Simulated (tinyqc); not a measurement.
Band offset of a heterojunction with an interface dipole (two-band chains, self-consistent charge): sweeps and comparisons. A value that a table varies takes the place of the one given here.

Sites alternate A, C. Left: A at -G1/2, C at +G1/2, hopping -t1; right: A at D - G2/2, C at D + G2/2, hopping -t2; the bonds across the two interfaces of a ring (C left to A right, C right to A left) have -sqrt(t1 t2). D is the offset of the mid-gaps, so Ev(right) - Ev(left) = D - (G2 - G1)/2 and Ec(right) - Ec(left) = D + (G2 - G1)/2. The closing bond has its sign reversed (antiperiodic ring). Half the levels are filled with two electrons each. The charge moved is q = (electrons on the left) less one a site; the mean over the two interfaces, q/2, is taken as the charge that crosses each, and its dipole opposes the offset: D = D0 - u q/2.

From here on the ring has 24 cells a side.

Values chosen for the exercise (gaps near those of Si and GaP; the chains and D0 are free models, so the offsets are not those of the real pair; the results hold for these values, not for the real material):
- G1 = 1.17 eV (gap on the left)
- G2 = 2.24 eV (gap on the right)
- t1 = 2.48 eV (hopping on the left)
- t2 = 2.3 eV (hopping on the right)
- u = 4.8 eV (potential step per electron moved across)
- D0 = -0.57 eV (mid-gap of the right side above that of the left, without dipole)

## Where the moved charge sits

D = -0.32326 eV

Electrons in cell k from an interface at the self-consistent D, less those at D = 0. Interface 1 joins C left to A right, interface 2 C right to A left. The decay lengths 1/(2 kappa a) are those of mid-gap states, cosh(kappa a) = 1 + G^2/(8 t^2).

Change of the electron count:

| k | left of 1 | right of 1 | left of 2 | right of 2 |
|---|---|---|---|---|
| 1 | -0.02397 | 0.03258 | -0.02776 | 0.03750 |
| 2 | -0.01060 | 0.00986 | -0.01230 | 0.01150 |
| 3 | -0.00564 | 0.00338 | -0.00651 | 0.00395 |
| 4 | -0.00314 | 0.00119 | -0.00361 | 0.00140 |
| 5 | -0.00180 | 0.00043 | -0.00206 | 0.00050 |
| 6 | -0.00104 | 0.00015 | -0.00119 | 0.00018 |

decay lengths (cells): left 2.125, right 1.037

Over six cells interface 1 moves -0.0462 electrons to the left side and +0.0476 to the right, interface 2 -0.0534 and +0.0550: each change is a dipole, and the two differ because the bonds join different sites. The first cells hold 60 % of it at interface 1. The tail is longer on the left, where the gap is smaller against the hopping: from k = 2 to 4 it falls by a factor 3.37, and pure mid-gap decay would give 2.56; the exponential carries a prefactor that falls as a power of the distance, so the first cells drop faster.

## Screening of the starting offset

chi = 0.315734 1/eV

D0 is varied; the self-consistent D is found by bisection. chi = dq/dD at D = 0; the linear rule is D = S D0 with S = 1/(1 + u chi/2). The gap of the junction closes (type III) at |D| = (G1 + G2)/2.

Against D0:

| 2 D0/(G1 + G2) | D0 (eV) | q at D0 | D (eV) | D/D0 | linear (eV) |
|---|---|---|---|---|---|
| -0.85 | -1.449 | -0.5396 | -0.8080 | 0.5575 | -0.8245 |
| -0.55 | -0.938 | -0.3153 | -0.5290 | 0.5641 | -0.5335 |
| -0.30 | -0.511 | -0.1645 | -0.2903 | 0.5675 | -0.2910 |
| -0.15 | -0.256 | -0.0811 | -0.1454 | 0.5685 | -0.1455 |
| 0.10 | 0.171 | 0.0539 | 0.0970 | 0.5687 | 0.0970 |
| 0.25 | 0.426 | 0.1363 | 0.2421 | 0.5679 | 0.2425 |
| 0.50 | 0.853 | 0.2834 | 0.4816 | 0.5649 | 0.4850 |
| 0.80 | 1.364 | 0.4965 | 0.7622 | 0.5588 | 0.7760 |
| 0.95 | 1.620 | 0.6413 | 0.8985 | 0.5547 | 0.9215 |

D/D0 lies between 0.555 and 0.569, against S = 0.569 from chi at D = 0; the linear rule misses by at most 23 meV. q is odd in D. Less than half of the starting offset is screened, so the natural line-up still counts most.

## Wider gaps screen less

G2 is varied. chi = (q(+0.01) - q(-0.01))/0.02 at D = 0, S = 1/(1 + u chi/2).

Against G2:

| G2 (eV) | chi (1/eV) | S |
|---|---|---|
| 0.7 | 0.57188 | 0.4215 |
| 1.1 | 0.47058 | 0.4696 |
| 1.5 | 0.40160 | 0.5092 |
| 2.3 | 0.31026 | 0.5732 |
| 3.4 | 0.23259 | 0.6418 |
| 5.5 | 0.14742 | 0.7387 |
| 7.0 | 0.11052 | 0.7904 |
| 9.0 | 0.07755 | 0.8431 |

chi falls from 0.5719 to 0.0776 1/eV, a factor 7.4, and S rises from 0.421 to 0.843: charge crosses through the tails of states that tunnel into the other gap, and these shorten as the gap widens. u is kept fixed, though a wider gap also screens less and would raise it.

## What each parameter does

Self-consistent D by bisection, q there, and the two offsets. Each row changes one parameter from the base and keeps the others.

Results:

| case | D (eV) | q | valence offset (eV) | conduction offset (eV) |
|---|---|---|---|---|
| base | -0.3233 | -0.1028 | -0.8583 | 0.2117 |
| G1 = 1.345 eV | -0.3308 | -0.0997 | -0.7783 | 0.1167 |
| G2 = 2.576 eV | -0.3365 | -0.0973 | -1.0395 | 0.3665 |
| t1 = 2.852 eV | -0.3232 | -0.1028 | -0.8582 | 0.2118 |
| t2 = 2.645 eV | -0.3231 | -0.1029 | -0.8581 | 0.2119 |
| D0 = -0.655 eV | -0.3711 | -0.1183 | -0.9061 | 0.1639 |
| u = 5.52 eV | -0.3037 | -0.0965 | -0.8387 | 0.2313 |

The largest shifts from the base row, up to three for each result and ties (the steps differ in size, so this ranks the rows, not the parameters). D (eV): D0 -0.0478, u +0.0196, G2 -0.0132. q: D0 -0.0155, u +0.0063, G2 +0.0055; unchanged at the printed digits by t1. valence offset (eV): G2 -0.1812, G1 +0.0800, D0 -0.0478. conduction offset (eV): G2 +0.1548, G1 -0.0950, D0 -0.0478.

tinyqc: `OMP_NUM_THREADS=1 python tinyqc.py 1481735 1481736 out.jsonl`; about 0.4 s, one thread, shared Intel(R) Xeon(R) Processor @ 2.30GHz.
